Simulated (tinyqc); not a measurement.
Sputter depth profiling of a dopant layer: erosion rate, quantification and the mixing-roughness response: one step, computed by the program tinyqc. Command: `OMP_NUM_THREADS=1 python tinyqc.py 3001537 3001538 out.jsonl sims walk`. One thread of a shared host (Intel(R) Xeon(R) Processor @ 2.30GHz), about 0.01 s of CPU time with the checks.

A rastered ion beam erodes silicon (49.94 atoms per nm^3). The measured profile is the true one convolved with a depth response.

Task: Moments. Convolution adds means and variances: the response has mean 0 (shift -w plus exponential mean w) and variance w^2 + sigma^2; a delta layer adds none.

Inputs (values chosen for the exercise, modelled on a dopant in silicon under an oxygen or caesium beam): roughness sigma = 0.96 nm; depth of the layer z0 = 40 nm.

True profile: delta layer.

mixing length w = 2.463534 nm

depth of the maximum = 38.62991 nm

Give: centroid; standard deviation; maximum minus centroid.

Result:

centroid = 40 nm

standard deviation = 2.644 nm

maximum minus centroid = -1.370 nm

The centroid stays at the true position while the maximum lies nearer the surface, so depth is read from the centroid.
